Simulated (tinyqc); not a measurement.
From results back to parameters: two-dimensional electron gas with Rashba and Dresselhaus coupling. Three cases, with inputs chosen for the exercise.

Problem. For pure Rashba coupling above the band crossing, k_outer - k_inner = al m/c with c = hbar^2/2m0, and each branch holds k^2/(4 pi) electrons per area. Beating of Shubnikov-de Haas oscillations gives the two densities; those below come from a hidden al (1e11/cm^2 = 1e-5/angstrom^2).

Constants: hbar^2/2m0 = 3.80998211 eV angstrom^2.

Case 1.

Values chosen (out of a larger set: of the size met in InAs; not measured data): m = 0.0278 m0 (mass).

densities (1e11/cm^2): outer 5.881397, inner 5.118603

Case 2.

Values chosen (out of a larger set: of the size met in GaAs; not measured data): m = 0.0633 m0 (mass).

densities (1e11/cm^2): outer 2.025151, inner 1.974849

Case 3.

Values chosen (out of a larger set: of the size met in GaN; not measured data): m = 0.2338 m0 (mass).

densities (1e11/cm^2): outer 1.539553, inner 1.460447

Find: k_outer, k_inner; al.

Solution. k = sqrt(4 pi n) for each branch, and al = c (k_outer - k_inner)/m.

Case 1.

k_outer, k_inner (1/angstrom): 0.02719  0.02536

al = 0.250 eV angstrom

Case 2.

k_outer, k_inner (1/angstrom): 0.01595  0.01575

al = 0.0120 eV angstrom

Case 3.

k_outer, k_inner (1/angstrom): 0.01391  0.01355

al = 0.00590 eV angstrom

Computed by tinyqc, one run a case: `OMP_NUM_THREADS=1 python tinyqc.py N N+1 out.jsonl` with N = 1481756, 1481765, 1481845; one thread of a shared Intel(R) Xeon(R) Processor @ 2.30GHz, about 0.01 s a run at most.
